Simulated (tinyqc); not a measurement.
# On-chip interconnect, size-dependent resistivity and RC delay: two studies

A rectangular line between two neighbours and two ground planes. Surface and grain-boundary scattering are added to the bulk resistivity as corrections; capacitances are parallel-plate values without fringing; inductance is ignored.

Parameters, values chosen for the exercise; metal values close to those of copper:

| symbol | value | unit | meaning |
|---|---|---|---|
| rho0 | 1.69 | uohm cm | bulk resistivity |
| lam | 39.8 | nm | bulk mean free path |
| ps | 0 |  | specular share of surface scattering |
| Rg | 0.34 |  | reflection coefficient of grain boundaries |
| gr | 1 |  | grain size over the metal width |
| wd | 23 | nm | drawn line width |
| AR | 1.5 |  | aspect ratio, height over width |
| tl | 2.1 | nm | liner on both walls and the bottom, not conducting |
| sp | 23 | nm | space to the neighbouring lines |
| hd | 46 | nm | dielectric height to the planes above and below |
| ek | 2.2 |  | relative permittivity of the dielectric |
| Mf | 0 |  | Miller factor of the neighbours |
| Rd | 570 | ohm | driver resistance |
| Cl | 1.4 | fF | load capacitance |
| rho2 | 5.37 | uohm cm | bulk resistivity of the second metal (close to tungsten) |
| lam2 | 15.2 | nm | mean free path of the second metal |
| tl2 | 0.1 | nm | liner of the second metal |

Constants: eps0 = 8.8541878128e-12 F/m. Results are converted to the units shown.

Each table varies one quantity; the others keep the values above.

## Delay against the line length

Metal width x = wd - 2 tl, height y = AR wd - tl; grain boundaries (Mayadas-Shatzkes): al = (lam/(gr x)) Rg/(1 - Rg), g = 1/[1 - 3 al/2 + 3 al^2 - 3 al^3 ln(1 + 1/al)] - 1; surfaces (Fuchs-Sondheimer, thick limit): s = (3/8) lam (1 - ps)(1/x + 1/y); rho = rho0 (1 + g + s); r = rho/(x y); c = eps0 ek (2 wd/hd + 2 Mf AR wd/sp). Elmore delay tE = Rd (c Lw + Cl) + r Lw (c Lw/2 + Cl); t50 is the time at which the far end of a ladder of 30 pi sections (half capacitances at both ends, Cl at the far end, a step applied through Rd) reaches half the step; line share r Lw/(Rd + r Lw); estimate 0.69 Rd (c Lw + Cl) + 0.38 r c Lw^2 + 0.69 r Lw Cl.

The same in every row: rho (uohm cm) = 6.345; r (ohm/um) = 104.2; c (fF/um) = 0.01948.

Delay against the line length:

| Lw (um) | tE (ps) | t50 (ps) | estimate (ps) | line share of the resistance (%) |
|---|---|---|---|---|
| 1 | 0.9559 | 0.6629 | 0.6597 | 15.45 |
| 3 | 1.278 | 0.8879 | 0.8824 | 35.41 |
| 7 | 1.946 | 1.358 | 1.346 | 56.12 |
| 20 | 4.342 | 3.068 | 3.025 | 78.52 |
| 50 | 11.18 | 8.050 | 7.892 | 90.14 |
| 100 | 26.64 | 19.53 | 19.09 | 94.81 |
| 400 | 225.9 | 170.0 | 167.2 | 98.65 |
| 1000 | 1172 | 886.7 | 879.9 | 99.46 |
| 3000 | 9602 | 7272 | 7265 | 99.82 |

Read the table: what changes, and by how much?

As Lw goes from 1 to 3000, r stays at 104 ohm/um, c stays at 0.0195 fF/um and t50 rises from 0.663 to 7270 ps. t50/tE lies between 0.693 and 0.757, and the estimate is within 2.2 % of t50. The delay goes as Lw^(0.27) for the shortest lines and Lw^(1.92) for the longest; the line resistance equals Rd at 5.47 um.

## Two metals against line width

Metal width x = wd - 2 tl, height y = AR wd - tl; grain boundaries (Mayadas-Shatzkes): al = (lam/(gr x)) Rg/(1 - Rg), g = 1/[1 - 3 al/2 + 3 al^2 - 3 al^3 ln(1 + 1/al)] - 1; surfaces (Fuchs-Sondheimer, thick limit): s = (3/8) lam (1 - ps)(1/x + 1/y); rho = rho0 (1 + g + s); r = rho/(x y). The second metal has rho2, lam2 and tl2 in place of rho0, lam and tl; ps, Rg, gr and AR are shared.

Two metals against line width:

| wd (nm) | rho, first (uohm cm) | rho, second (uohm cm) | r, first (ohm/um) | r, second (ohm/um) | ratio second/first |
|---|---|---|---|---|---|
| 6.5 | 36.15 | 22.55 | 2.054e4 | 3710 | 0.1806 |
| 8 | 23.14 | 19.29 | 6150 | 2079 | 0.3380 |
| 10 | 16.06 | 16.49 | 2146 | 1129 | 0.5262 |
| 13 | 11.35 | 13.92 | 741.1 | 560.5 | 0.7563 |
| 17 | 8.433 | 11.91 | 281.6 | 279.1 | 0.9913 |
| 22 | 6.597 | 10.43 | 119.9 | 145.4 | 1.213 |
| 30 | 5.116 | 9.090 | 46.22 | 67.93 | 1.470 |
| 45 | 3.884 | 7.859 | 14.56 | 26.03 | 1.788 |
| 70 | 3.066 | 6.976 | 4.528 | 9.528 | 2.104 |
| 120 | 2.480 | 6.311 | 1.204 | 2.928 | 2.432 |

What does the table show?

The resistivity of the first metal falls from 36.1 to 2.48 uohm cm and that of the second goes from 22.6 to 6.31 uohm cm as the line widens. The products rho0 lam, which set the size effect, are 67.3 and 81.6 uohm cm nm. The two resistances cross at wd = 17.2 nm: below it the second metal gives the lower line resistance. For widths well under the mean free path the thick-limit surface term is only a guide.

Range of the model: The metal width is under the mean free path, where the thick-limit surface term and the simple sum of corrections lose accuracy.

Numbers from tinyqc (`OMP_NUM_THREADS=1 python tinyqc.py 2100057 2100058 out.jsonl`; about 0.01 s on one thread of a shared Intel Xeon 2.30GHz).
